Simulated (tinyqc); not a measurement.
Inside a calculation: four-band model of biased bilayer graphene near K. Values are carried at full precision from step to step, so a last printed digit may differ when a step is redone from the rounded ones.

Constants: hbar^2/2m0 = 3.80998211 eV angstrom^2.

Values chosen for the exercise (near those used for Bernal bilayer graphene; shifted at random, so the results belong to these values and not to a real crystal):
```
symbol  value            unit        meaning
a       2.46             angstrom    lattice constant
g0      2.74             eV          hopping in a layer
g1      0.308            eV          hopping of the dimer sites
g3      0.23             eV          skew hopping A1-B2
g4      0.11             eV          skew hopping A1-A2
U       0.36             eV          potential difference of the layers
k       (-0.031, 0.003)  1/angstrom  wave vector from K
```

## Velocities and mass

v_j = (sqrt3/2) a g_j; low-energy mass m/m0 = c g1/v0^2 with c = hbar^2/2m0; crossover wave vector g1/(2 v0).

v0, v3, v4 (eV angstrom): 5.8374  0.4900  0.2343

mass = 0.03444 m0
crossover = 0.02638 1/angstrom

## H at one k

Basis A1, B1, A2, B2, with B1 below A2; p = kx + i ky, v_j = (sqrt3/2) a g_j. Diagonal -U/2, -U/2, U/2, U/2; <A1|B1> = <A2|B2> = v0 p*, <B1|A2> = g1, <A1|B2> = v3 p, <A1|A2> = <B1|B2> = -v4 p*.

Fill in the matrix.

H (eV), lower triangle (Hermitian):
```
                 A1              B1               A2      B2
A1          -0.1800
B1  -0.1810+0.0175i         -0.1800
A2   0.0073-0.0007i          0.3080           0.1800
B2  -0.0152-0.0015i  0.0073-0.0007i  -0.1810+0.0175i  0.1800
```

## Levels and layer polarisation

Diagonalise; the weight on layer 1 is that of A1 and B1.

levels (eV): -0.4621  -0.1234  0.1314  0.4541

weights:
```
    band 1  band 2  band 3  band 4
A1   0.246   0.661   0.085   0.009
B1   0.580   0.068   0.196   0.156
A2   0.162   0.181   0.066   0.591
B2   0.012   0.090   0.653   0.245
```

weight on layer 1: 0.826  0.729  0.281  0.164

Band 2 has 73 % of its weight on layer 1, the layer of lower potential, and band 3 has 28 %; the dimer sites hold 26 % of band 3.

## The Mexican hat (g3 = g4 = 0)

At K the levels are -/+ U/2 and -/+ sqrt(g1^2 + U^2/4). The smallest gap, U g1/sqrt(U^2 + g1^2), lies on a ring of radius kg = (U/2 v0) sqrt((2 g1^2 + U^2)/(g1^2 + U^2)), v0 = (sqrt3/2) a g0; the height of the hat is U/2 less half that gap.

gap = 0.2340 eV
kg = 0.03678 1/angstrom
height of the hat = 62.98 meV

## Checks

- Gap on the ring from the formula against the matrix: both 0.234034.

Run: tinyqc, `OMP_NUM_THREADS=1 python tinyqc.py 1451714 1451715 out.jsonl`; Intel(R) Xeon(R) Processor @ 2.30GHz, one thread, shared host; about 0.03 s of CPU time with all checks.
